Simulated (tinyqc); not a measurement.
## Stacked nanosheet transistor, parasitic resistance, capacitance and delay: effect of the relative permittivity of the spacer

Ns sheets share one contact on top; each has perimeter p = 2 (Ws + ts) and cross-section A = Ws ts; contact width Wc = Ws + 10 nm, stack height Hs = Ns pv. Sheet 1 is the top one. Contact length Lc = CPP - Lg - 2 Lsp, shared by two neighbouring gates. Source and drain sides are equal. The formulas are first-order estimates, not field solutions.

Epitaxy sheet resistance Rsh = re/te, transfer length LT = sqrt(rc/Rsh), contact Rc = [sqrt(rc Rsh)/Wc] coth(Lc/(2 LT)); extension of one sheet Rx = rx Lsp/A. With N sheets: gate Cg = Cinv p N Lg; per side, plate Cp = ks eps0 [Wc (Hs + Hc) - N A]/Lsp, top fringe Cf = (2/pi) ks eps0 Wc ln(1 + Lg/(2 Lsp)), overlap Co = Cinv p N Lov. One sheet: I = p Q vx u/(1 + |u|^1.8)^(1/1.8), Q = Cinv n Vt ln(1 + exp((Vg' - VT + dl Vd')/(n Vt))), u = Vd' mu/(vx Lg), Vg' = Vgs - v, Vd' = Vds - 2 v, with the drop on each side v_j = Rc sum I + rv (sum over levels k = 2..j of the current of sheets k..Ns) + Rx I_j. Ieff = [I(Vgs = Vdd, Vds = Vdd/2) + I(Vdd/2, Vdd)]/2, total currents. With Cs = Cp + Cf + Co, the load of an inverter of two such devices driving an equal one is CL = 2 (Cg + 2 Cs) + 4 Cs + Cw (own drains counted twice for the Miller effect); delay CL Vdd/(2 Ieff).

Parameters, values chosen for the exercise; values close to those of silicon logic devices: temperature T = 300 K; number of sheets Ns = 5; sheet width Ws = 12 nm; sheet thickness ts = 5 nm; vertical pitch of the sheets pv = 14 nm; vertical resistance between sheet levels rv = 118 ohm; contacted gate pitch CPP = 70 nm; gate length Lg = 18 nm; spacer length Lsp = 4 nm; gate height above the channel stack Hc = 20 nm; contact resistivity rc = 6e-10 ohm cm^2; resistivity of the source-drain epitaxy re = 0.00026 ohm cm; current-carrying depth of the epitaxy te = 15 nm; resistivity of the extension rx = 0.00056 ohm cm; gate overlap Lov = 1 nm; inversion capacitance Cinv = 3.3 uF/cm^2; injection velocity vx = 1e7 cm/s; apparent mobility mu = 130 cm^2/(V s); threshold at zero drain voltage VT = 0.28 V; barrier lowering dl = 0.037 V/V; subthreshold factor n = 1.27; wire load Cw = 0.36 fF; supply voltage Vdd = 0.65 V.

Constants: q = 1.602176634e-19 C, kB = 1.380649e-23 J/K, eps0 = 8.8541878128e-12 F/m, Vt = kB T/q. Results are converted to the units shown.

The same in every row: Rc (ohm) = 177.0; Rx/N (ohm) = 74.67; Ieff (uA) = 89.29.

Effect of the relative permittivity of the spacer:

| ks | CL (aF) | delay (ps) |
|---|---|---|
| 1 | 637.8 | 2.321 |
| 2 | 668.7 | 2.434 |
| 3 | 699.6 | 2.546 |
| 4 | 730.5 | 2.659 |
| 5.5 | 776.9 | 2.828 |
| 7 | 823.3 | 2.997 |

What does the comparison show?

As ks goes from 1 to 7, Ieff stays at 89.3 uA, CL rises from 638 to 823 aF and the delay rises from 2.32 to 3.00 ps.

Numbers from tinyqc (`OMP_NUM_THREADS=1 python tinyqc.py 2170013 2170014 out.jsonl`; about 0.07 s on one thread of a shared Intel Xeon 2.30GHz).
